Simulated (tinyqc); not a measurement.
Millisecond and nanosecond annealing: surface heating, thermal budget and solid-phase regrowth: one step, computed by the program tinyqc.

A square pulse heats the surface of a thick wafer with constant thermal properties; losses by radiation are neglected and silicon melts at 1414 C.

Problem. Peak temperature. Absorbed flux q = (1 - R) fluence/t_p; kappa = k/c. With f(z, t) = (2 q/k) sqrt(kappa t) ierfc(z/(2 sqrt(kappa t))), ierfc(x) = exp(-x^2)/sqrt(pi) - x erfc(x): T = T0 + f(z, t) during the pulse and T0 + f(z, t) - f(z, t - t_p) after it. At the surface the rise at the end of the pulse is 2 q sqrt(t_p/(pi k c)); the fluence that just melts the surface scales with (1414 - T0).

Inputs (values chosen for the exercise, modelled on hot silicon with phosphorus): incident fluence = 0.206 J/cm^2; pulse length t_p = 2.2e-08 s; reflectance R = 0.54; thermal conductivity k = 0.25 W/(cm K); heat capacity per volume c = 2.35 J/(cm^3 K); preheat temperature T0 = 200 C.

Source: pulsed laser.

Give: absorbed flux q; kappa; thermal length sqrt(kappa t_p); peak temperature; fluence at the melting threshold.

Solution.

absorbed flux q = 4.3073e+06 W/cm^2

kappa = 0.10638 cm^2/s

thermal length sqrt(kappa t_p) = 0.48378 um

peak temperature = 1140.5 C

fluence at the melting threshold = 0.26590 J/cm^2

Caution: cold silicon conducts heat several times better than the constant k used here, so the real melting fluence is higher.
